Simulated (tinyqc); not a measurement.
Changing the C12: anisotropic elasticity and sound waves of a cubic crystal. Computed by tinyqc, a small Python program. Command: `OMP_NUM_THREADS=1 python tinyqc.py 3021897 3021898 out.jsonl cubicelastic sweep`. One thread of a shared host (Intel(R) Xeon(R) Processor @ 2.30GHz), about 0.01 s of CPU time with the checks.

Voigt order 1..6 = xx, yy, zz, yz, xz, xy, with engineering shear strains. The rotated frame has x' as named, z' along the wafer normal and y' = z' x x'.

Inputs (values chosen for the exercise, for a model crystal):

| quantity | value | unit |
|---|---|---|
| C11 | 342 | GPa |
| C44 | 186 | GPa |
| expansion coefficient of the film | 18 | ppm/K |
| expansion coefficient of the substrate | 0.55 | ppm/K |
| cooling Delta T | 700 | K |

Frame: (001) wafer, x' along [110].

direction cosines a (rows x', y', z' in the cube axes):
```
            x         y         z
x'   0.707107  0.707107  0.000000
y'  -0.707107  0.707107  0.000000
z'   0.000000  0.000000  1.000000
```

Method:
- S11 = (C11 + C12)/D, S12 = -C12/D, D = (C11 - C12)(C11 + 2 C12), S44 = 1/C44. Zener ratio A = 2 C44/(C11 - C12); S0 = S11 - S12 - S44/2; H = 2 C44 + C12 - C11.
- C'_ijkl = C12 delta_ij delta_kl + C44 (delta_ik delta_jl + delta_il delta_jk) - H sum_m a_im a_jm a_km a_lm.
- Invert C' to S'. E along x' = 1/S'11, along y' = 1/S'22; Poisson ratios nu(x'y') = -S'12/S'11 and nu(x'z') = -S'13/S'11; in-plane shear modulus 1/S'66.
- On cooling, a thick substrate imposes eps_1 = eps_2 = (alpha_film - alpha_substrate) Delta T and eps_6 = 0; the free surface sets sigma_3 = sigma_4 = sigma_5 = 0, which fixes eps_3, eps_4, eps_5. Biaxial modulus M = (sigma_1 + sigma_2)/(2 eps); energy density M eps^2. Elastic response and constant coefficients are assumed.

One run for each value:

| C12 (GPa) | E along x' (GPa) | biaxial modulus M (GPa) | Zener ratio A | nu(x'z') | in-plane shear modulus (GPa) |
|---|---|---|---|---|---|
| 17.1 | 364.55 | 357.39 | 1.145 | 0.0510 | 162.45 |
| 53.4 | 375.33 | 378.72 | 1.289 | 0.1547 | 144.30 |
| 89.8 | 378.22 | 384.64 | 1.475 | 0.2582 | 126.10 |
| 126.0 | 373.57 | 375.16 | 1.722 | 0.3669 | 108.00 |
| 162.0 | 360.94 | 350.53 | 2.067 | 0.4878 | 90.00 |
| 199.0 | 337.83 | 309.42 | 2.601 | 0.6353 | 71.50 |
| 235.0 | 301.91 | 254.05 | 3.477 | 0.8166 | 53.50 |
| 271.0 | 245.79 | 183.52 | 5.239 | 1.0612 | 35.50 |
| 308.0 | 151.65 | 95.24 | 10.941 | 1.4340 | 17.00 |

Over the rows, E along x' (GPa) goes from 365 through a maximum among these rows, 378 at 89.8, to 152; biaxial modulus M (GPa) goes from 357 through a maximum among these rows, 385 at 89.8, to 95.2; Zener ratio A rises from 1.14 to 10.9 (exponent d ln y / d ln x 0.10 between the first rows and 5.8 between the last). As C12 nears C11 the shear constant (C11 - C12)/2 vanishes, and directions that use it turn soft.

Caution (all rows): the thermal stress of this film exceeds 200 MPa, which can relax by slip, cracking or buckling in a real film.

Extremes, crossings and ranges named in words are read from the listed rows.
